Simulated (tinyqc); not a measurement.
# Six-transistor SRAM cell, nodal equations and margins: effect of the supply voltage

Two cross-coupled inverters (pull-down bn, pull-up bp) hold the nodes Q and QB; access transistors (ba, threshold VTn, gate on the word line at Vdd when selected) join them to the bit lines. Transistor (EKV form, voltages against the body): I = 2 n b Vt^2 [F(vp - Vs) - F(vp - Vd)] from drain to source, F(v) = ln^2(1 + exp(v/(2 Vt))), vp = (Vg - VT + sg |Vd - Vs|)/n. n-channel bodies are at 0; for the p-channel device all voltages are counted down from Vdd. b in uA/V^2 gives I in uA. For an access transistor the bit line is the drain and the node the source. In a read both bit lines are at Vdd. The cell is symmetric (no mismatch).

f(x) is the node voltage of one half-cell for input x: In = Ip in hold, In = Ip + Ia in a read. Static noise margin: side of the largest square between the curve (x, f(x)) and its mirror image (f(y), y); with h(c) the root x of f(x) - x = c, it is the maximum over c > 0 of h(c) - h(-c) + c. Q is the low node in a read and Iread the current of its access transistor. The write trip is the voltage to which the bit line of the high node must fall (the other staying at Vdd) for that state to vanish; higher is easier, and a negative value means that a grounded bit line does not write.

Values chosen for this exercise: temperature T = 250 K; slope factor n = 1.25; drain-induced barrier lowering sg = 0.097; n-channel threshold VTn = 0.27 V; p-channel threshold (magnitude) VTp = 0.27 V; gain factor of the pull-down transistor bn = 470 uA/V^2; gain factor of the access transistor ba = 240 uA/V^2; gain factor of the pull-up transistor bp = 190 uA/V^2.

Constants: q = 1.602176634e-19 C, kB = 1.380649e-23 J/K, Vt = kB T/q. Results are converted to the units shown.

Results:
```
Vdd (V)  hold margin (mV)  read margin (mV)  Q in a read (mV)  Iread (uA)  write trip (mV)
0.4                 152.1             81.13             32.54       1.623            76.29
0.6                 225.7             126.0             63.45       8.810            126.6
0.7                 255.2             142.5             80.18       14.60            154.1
0.85                292.8             160.5             105.5       25.99            197.6
1                   326.3             173.5             131.0       40.63            244.6
```

Estimate the missing row, Vdd = 0.5 V.

Computed row:
```
Vdd (V)  hold margin (mV)  read margin (mV)  Q in a read (mV)  Iread (uA)  write trip (mV)
0.5                 191.3             105.1             47.20       4.475            100.3
```

With this row back in the table: As Vdd goes from 0.4 to 1 V, the read margin rises from 81.1 to 174 mV, the write trip rises from 76.3 to 245 mV and Iread rises from 1.62 to 40.6 uA. The read margin is 0.53 of the hold margin in the first row and 0.53 in the last. At Vdd = 0.4 V the read margin is under 100 mV, which threshold mismatch, left out here, can use up in a large array.

Computed by the program tinyqc: `OMP_NUM_THREADS=1 python tinyqc.py 2340003 2340004 out.jsonl`, one thread of a shared Intel Xeon 2.30GHz, about 0.1 s for the whole run.
